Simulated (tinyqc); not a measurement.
# Tunnelling through a gate dielectric, WKB transmission and Tsu-Esaki current: what changes with what

Electrons leave the emitter at x = 0. Energies E (motion across the layers) are in eV from the emitter Fermi level; the collector Fermi level lies at -V and offers states at every E. No charge in the dielectric and no image force: F1 = V/t1, U = phi1 - F1 x. With C = hbar^2/(2 m0), kappa = sqrt(m (U - E)/C) where U > E and 0 elsewhere; T(E) = exp(-S), S = 2 times the integral of kappa over x.

Parameters, values chosen for the exercise; dielectric values close to those of silicon dioxide: temperature T = 300 K; Fermi energy of the emitter above its band bottom Ef = 0.22 eV; emitter mass in the supply function me = 0.97 m0; barrier of layer 1 above the emitter Fermi level at zero bias phi1 = 3.19 eV; tunnelling mass of layer 1 m1 = 0.48 m0; thickness of layer 1 t1 = 1.9 nm; voltage across the dielectric V = 1.3 V.

Constants: q = 1.602176634e-19 C, kB = 1.380649e-23 J/K, hbar = 1.054571817e-34 J s, m0 = 9.1093837015e-31 kg, Vt = kB T/q, hbar^2/(2 m0) = 0.0380998212 eV nm^2. Results are converted to the units shown.

Each table varies one quantity; the others keep the values above.

## Current against voltage

Each layer adds (2/F) sqrt(m/C) [G(u at its left edge) - G(u at its right edge)] to S, with u = U - E (0 where negative) and G(u) = (2/3) u^1.5. J = J0 times the integral of T(E) N(E) dE, N = ln[(1 + exp(-E/Vt))/(1 + exp((-E - V)/Vt))], J0 = q^2 me m0 kB T/(2 pi^2 hbar^3) (times 1e-4 for A/cm^2 per eV), from E = -Ef to far above the barrier (T = 1 there), by quadrature converged to the digits shown.

Result of one run:
```
V (V)	S at E = 0	T(E = 0)	J (A/cm^2)	mean E of the current (eV)
1.5	20.98	7.703e-10	0.1733	-0.1236
```

What becomes of these results when the voltage across the dielectric V is changed from 1.5 to 2.8 V, all else the same?

Result of the changed run:
```
V (V)	S at E = 0	T(E = 0)	J (A/cm^2)	mean E of the current (eV)
2.8	17.51	2.474e-8	4.863	-0.1187
```

The whole series:
```
V (V)	S at E = 0	T(E = 0)	J (A/cm^2)	mean E of the current (eV)
0.2	23.71	5.053e-11	0.01172	-0.1236
0.52	23.08	9.474e-11	0.02243	-0.1253
0.85	22.41	1.859e-10	0.04335	-0.1248
1.17	21.72	3.679e-10	0.08441	-0.1242
1.5	20.98	7.703e-10	0.1733	-0.1236
1.82	20.23	1.643e-9	0.3616	-0.1228
2.15	19.39	3.782e-9	0.8095	-0.1218
2.47	18.52	9.078e-9	1.876	-0.1206
2.8	17.51	2.474e-8	4.863	-0.1187
```

J rises from 0.0117 to 4.86 A/cm^2, by 0.881 decades a volt between the first two rows and 1.25 between the last two. In every row the band edge stays above E = 0, so all is direct tunnelling at the Fermi level. In 3 of the 9 rows the field exceeds 10 MV/cm (up to 14.7), more than most dielectrics sustain; the model ignores breakdown.

## Effect of the thickness t1 at fixed voltage

Same model as above.

Effect of the thickness t1 at fixed voltage:
```
t1 (nm)	S at E = 0	T(E = 0)	J (A/cm^2)	mean E of the current (eV)
1.1	12.41	4.075e-6	1163	-0.1312
1.39	15.68	1.546e-7	40.59	-0.1287
1.67	18.84	6.564e-9	1.593	-0.1261
1.96	22.11	2.490e-10	0.05579	-0.1234
2.24	25.27	1.057e-11	0.002196	-0.1207
2.53	28.54	4.011e-13	7.719e-5	-0.1178
2.81	31.70	1.703e-14	3.050e-6	-0.1150
3.1	34.98	6.460e-16	1.076e-7	-0.1120
```

J falls from 1160 to 1.08e-7 A/cm^2: 5.02 decades a nanometre between the first two rows and 5.01 between the last two. The exponent S alone gives dS/dt/ln 10 = 4.90 and 4.90. In 1 of the 8 rows the field exceeds 10 MV/cm (up to 11.8), more than most dielectrics sustain; the model ignores breakdown.

Program tinyqc, `OMP_NUM_THREADS=1 python tinyqc.py 2540010 2540011 out.jsonl`; Intel Xeon 2.30GHz, shared host, one thread, about 0.02 s.
